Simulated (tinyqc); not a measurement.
What moves the results: linear model of a band gap against the share of exact exchange. A value that a table varies takes the place of the one given here.

E(alpha) = E0 + S alpha. A wider gap screens less, modelled in the Penn form eps(alpha) = 1 + (e0 - 1)(EP/(EP + S alpha))^2 with a scale EP chosen for the exercise. A dielectric-dependent hybrid takes alpha = 1/eps.

Inputs chosen for the exercise (of the order of those of GaAs; not measured data):

| symbol | value | unit | meaning |
|---|---|---|---|
| E0 | 0.52 | eV | gap of the semi-local functional |
| S | 5.58 | eV | slope dE/d(alpha) |
| e0 | 11.66 |  | optical dielectric constant at alpha = 0 |
| EP | 10.6 | eV | energy scale of the screening |
| Et | 1.53 | eV | target gap |

## Sweep of alpha

Also the exciton scale relative to alpha = 0, (m/m(0))(eps(0)/eps)^2, with a mass proportional to E + D, D = E0/2 + 0.3 eV, a k.p rule for direct gaps only.

Results:

| alpha | E (eV) | eps | alpha eps | exciton scale |
|---|---|---|---|---|
| 0.00 | 0.520 | 11.660 | 0.000 | 1.00 |
| 0.05 | 0.799 | 11.120 | 0.556 | 1.38 |
| 0.10 | 1.078 | 10.620 | 1.062 | 1.83 |
| 0.15 | 1.357 | 10.157 | 1.524 | 2.34 |
| 0.20 | 1.636 | 9.726 | 1.945 | 2.92 |
| 0.25 | 1.915 | 9.325 | 2.331 | 3.58 |
| 0.35 | 2.473 | 8.601 | 3.010 | 5.16 |
| 0.50 | 3.310 | 7.680 | 3.840 | 8.26 |

What does this show, and why?

alpha eps reaches 1 between alpha = 0.05 and 0.1 (fixed point 0.094), and the target gap is met between 0.15 and 0.2. At the fixed point the gap is 1.04 eV, -0.49 eV from the target. From 0 to 0.25 the gap grows by 1.40 eV while eps falls by 20 %; the exciton scale, which takes both, grows by a factor of 3.58.

## What each parameter does

Fixed point alpha = 1/eps(alpha), gap and eps there. Each row changes one parameter from the base and keeps the others.

Results:

| case | alpha | E (eV) | eps |
|---|---|---|---|
| base | 0.0936 | 1.042 | 10.682 |
| E0 = 0.468 eV | 0.0936 | 0.990 | 10.682 |
| S = 5.022 eV | 0.0928 | 0.986 | 10.781 |
| e0 = 10.494 | 0.1050 | 1.106 | 9.526 |
| EP = 9.54 eV | 0.0946 | 1.048 | 10.572 |

How do the results move?

The largest shifts from the base row, up to three for each result and ties (the steps differ in size, so this ranks the rows, not the parameters). alpha: e0 +0.0114, EP +0.0010, S -0.0009; unchanged at the printed digits by E0. E (eV): e0 +0.063, S -0.057, E0 -0.052. eps: e0 -1.157, EP -0.111, S +0.099; unchanged at the printed digits by E0.

(tinyqc, `OMP_NUM_THREADS=1 python tinyqc.py 1851074 1851075 out.jsonl`, Intel(R) Xeon(R) Processor @ 2.30GHz, 1 thread, shared host, about 0.01 s.)
